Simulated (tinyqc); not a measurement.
# Thermophotovoltaic cell, detailed-balance limit: what changes with what

Every photon above the gap Eg makes one pair and none below is absorbed; carriers thermalise at T and move without loss. Jsc = q F Phi(Eg, Ts); the dark current is J0 = q ge Phi(Eg, T)/ERE with the Boltzmann factor exp(V/Vt). Photons below the gap return to the emitter with reflectance Rf, and the efficiency is the electrical power over the radiant power not returned (luminescence back to the emitter is not credited).

Parameters, values chosen for the exercise:
```
symbol  value  unit                                        meaning
T         300     K                               cell temperature
Ts       1800     K                            emitter temperature
F        0.72        share of the hemisphere filled by the emitter
Rf       0.99                reflectance for photons below the gap
ERE      0.01                        external radiative efficiency
ge          1                            number of faces that emit
Eg       0.87    eV                                       band gap
```

Constants: q = 1.602176634e-19 C, kB = 1.380649e-23 J/K, h = 6.62607015e-34 J s, c = 299792458 m/s, Vt = kB T/q. Results are converted to the units shown.

Each table varies one quantity; the others keep the values above.

## Effect of the band gap

Photon flux above E from a black body at temperature T into a hemisphere: Phi(E, T) = A sum_k exp(-k E/th)[E^2 th/k + 2 E th^2/k^2 + 2 th^3/k^3], k = 1, 2, ..., with th = kB T/q in eV and A = 2 pi q^3/(h^3 c^2). J(V) = Jsc - J0 (exp(V/Vt) - 1); Voc = Vt ln(1 + Jsc/J0); at maximum power v = Vmp/Vt solves (1 + v) exp(v) = 1 + Jsc/J0. Pin = F sigma Ts^4, sigma = 2 pi^5 kB^4/(15 h^3 c^2). Power above the gap: Pg = F A q sum_k exp(-k Eg/th)[Eg^3 a + 3 Eg^2 a^2 + 6 Eg a^3 + 6 a^4], a = th/k at Ts; power not returned Pab = Pin - Rf (Pin - Pg). FF = Vmp Jmp/(Voc Jsc).

Results:
```
Eg (eV)	Jsc (mA/cm^2)	Voc (V)	Eg/q - Voc (V)	FF	efficiency (%)
0.4	45818	0.26838	0.13162	0.70079	28.643
0.55	26888	0.38904	0.16096	0.76579	37.658
0.85	7640.2	0.63486	0.21514	0.83441	47.966
1	3810.8	0.75871	0.24129	0.85482	49.816
1.15	1841.8	0.88286	0.26714	0.87044	49.104
1.3	867.95	1.0072	0.29280	0.88280	45.131
1.45	400.71	1.1317	0.31832	0.89285	37.550
1.6	181.88	1.2563	0.34374	0.90119	27.457
```

Estimate the missing row, Eg = 0.7 eV.

Computed row:
```
Eg (eV)	Jsc (mA/cm^2)	Voc (V)	Eg/q - Voc (V)	FF	efficiency (%)
0.7	14714	0.51150	0.18850	0.80648	43.938
```

With this row back in the table: As Eg goes from 0.4 to 1.6 eV, Jsc falls from 45800 to 182 mA/cm^2, Voc rises from 0.268 to 1.26 V and the efficiency goes from 28.6 through a maximum of 49.8 (at Eg = 1 eV among the rows listed) to 27.5 %. A wider gap raises the voltage and loses photons, hence the maximum. At Eg = 0.4 eV Voc lies within 6 Vt of the gap, where the Boltzmann form of the emission begins to fail. For Eg = 0.4 to 0.55 eV the current passes 20 A/cm^2, where series resistance and heating, left out here, would dominate.

## Effect of the emitter temperature

Same model as above.

FF = Vmp Jmp/(Voc Jsc).

Results:
```
Ts (K)	Jsc (mA/cm^2)	Voc (V)	Eg/q - Voc (V)	FF	efficiency (%)
1000	37.35	0.5161	0.3539	0.8077	20.27
1200	250.7	0.5654	0.3046	0.8199	34.98
1600	2960	0.6292	0.2408	0.8333	46.41
1800	6978	0.6513	0.2187	0.8375	48.34
2000	1.412e4	0.6696	0.2004	0.8407	49.30
2200	2.556e4	0.6849	0.1851	0.8434	49.69
2400	4.248e4	0.6980	0.1720	0.8456	49.71
```

Estimate the missing row, Ts = 1400 K.

Computed row:
```
Ts (K)	Jsc (mA/cm^2)	Voc (V)	Eg/q - Voc (V)	FF	efficiency (%)
1400	1011	0.6014	0.2686	0.8277	42.62
```

With this row back in the table: As Ts goes from 1000 to 2400 K, Jsc rises from 37.4 to 42500 mA/cm^2, Voc rises from 0.516 to 0.698 V and the efficiency rises from 20.3 to 49.7 %. For Ts = 2200 to 2400 K the current passes 20 A/cm^2, where series resistance and heating, left out here, would dominate.

Program tinyqc, `OMP_NUM_THREADS=1 python tinyqc.py 2820003 2820004 out.jsonl`; Intel Xeon 2.30GHz, shared host, one thread, about 0.01 s.
